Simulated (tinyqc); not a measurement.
Standing waves and exposure in a photoresist film: sweeps and comparisons. A value that a table varies takes the place of the one given here.

Normal incidence from air. Unexposed resist: N1 = n1 + i k1 with k1 = (A + B) lam/(4 pi), lam in micrometres. r01 = (1 - N1)/(1 + N1), t01 = 2/(1 + N1). Below the resist lie the layer Na = na + i ka and the substrate Ns = ns + i ks: r12 = (r1a + ras x)/(1 + r1a ras x), x = exp(4 pi i Na da/lam), r1a = (N1 - Na)/(N1 + Na), ras = (Na - Ns)/(Na + Ns). With p = exp(2 pi i N1 d/lam), the field at depth z is E(z) = t01 [exp(2 pi i N1 z/lam) + r12 p^2 exp(-2 pi i N1 z/lam)]/(1 + r01 r12 p^2), the relative intensity I(z) = n1 |E(z)|^2 and the reflectance R = |(r01 + r12 p^2)/(1 + r01 r12 p^2)|^2.

Values chosen for the exercise (a resist on Si, indices near tabulated ones; the results hold for these values, not for the real material):
- lam = 193 nm (vacuum wavelength)
- n1 = 1.69 (resist index)
- A = 0 1/micrometre (bleachable absorption (Dill A))
- B = 0.71 1/micrometre (fixed absorption (Dill B))
- d = 154 nm (resist thickness)
- ns = 0.872 (substrate n)
- ks = 2.852 (substrate k)
- na = 1.845 (n of the bottom antireflection layer)
- ka = 0.335 (its k)
- da = 43 nm (its thickness)

## Swing of the coupled dose with resist thickness

The mean of I is taken over 800 depths; the relative dose to clear is taken as 1/(mean of I over the lowest period, 60 depths), scaled to 1 in the first row.

Swing:
```
d (nm)       R  mean I  relative dose
154.0   0.1265  1.0068          1.000
163.5   0.2271  0.8756          1.137
173.0   0.2382  0.8374          1.159
182.6   0.1530  0.9140          1.048
192.1   0.0311  1.0508          0.925
201.6   0.0127  1.0875          0.918
211.1   0.1211  0.9735          1.042
220.6   0.2188  0.8540          1.179
230.1   0.2297  0.8234          1.201
239.7   0.1469  0.8988          1.090
249.2   0.0295  1.0247          0.967
258.7   0.0120  1.0539          0.961
268.2   0.1162  0.9456          1.085
```

How do the results move?

The period is 57.1 nm, six rows. The relative dose swings between 0.918 and 1.201, a ratio (max - min)/mean of 0.268, against the estimate 4 sqrt(|r01|^2 |r12|^2) exp(-(A + B) d) = 0.284 for the oscillating part alone; the ratio from the table also holds the slow rise from absorption, 8.5 % over two periods, so the two are not strictly comparable. The dose is least sensitive to thickness at an extremum; the lowest dose listed is at 201.6 nm.

## Tuning the antireflection layer

da takes the values listed; the contrast is (Imax - Imin)/(Imax + Imin) over the lowest period of the resist (60 depths).

Results:
```
da (nm)  |r12|^2  contrast
0         0.5922     0.956
10        0.3467     0.862
20        0.1207     0.614
30        0.0598     0.463
40        0.0865     0.545
50        0.1008     0.557
60        0.0625     0.453
75        0.0023     0.101
90        0.0157     0.249
110       0.0230     0.280
140       0.0086     0.170
```

What does this show, and why?

|r12|^2 starts at 0.5922 and is lowest, 0.0023, at 75 nm of those listed, where the contrast is 0.101 against 0.956. The contrast follows 2|r|/(1 + |r|^2), so even |r12|^2 = 0.01 leaves about 0.2. Values below 0.01 occur at 75 and 140 nm.

## What moves the exposure

The mean of I is over 800 depths. Each row changes one parameter from the base and keeps the others.

Results:
```
case                   |r12|^2       R  mean I  I at the bottom
base                    0.0956  0.1265  1.0068           0.4162
d = 164 nm              0.0956  0.2302  0.8709           0.3644
n1 = 1.707              0.0929  0.1481  0.9770           0.4103
B = 0.91 1/micrometre   0.0954  0.1215  0.9885           0.4034
ks = 2.567              0.0925  0.1338  0.9951           0.4276
da = 53 nm              0.0942  0.2157  0.9136           0.6179
ka = 0.436              0.0662  0.1235  0.9608           0.4893
```

What can be read from the table?

The largest shifts from the base row, up to three for each result and ties (the steps differ in size, so this ranks the rows, not the parameters). |r12|^2: ka -0.0294, ks -0.0031, n1 -0.0027; unchanged at the printed digits by d. R: d +0.1037, da +0.0892, n1 +0.0216. mean I: d -0.1360, da -0.0932, ka -0.0460. I at the bottom: da +0.2018, ka +0.0731, d -0.0518.

Computed by tinyqc, a small Python program: `OMP_NUM_THREADS=1 python tinyqc.py 1650548 1650549 out.jsonl` (the numbers bound the seed that draws the inputs); one thread of a shared host (Intel(R) Xeon(R) Processor @ 2.30GHz), about 0.01 s for the whole set of steps.
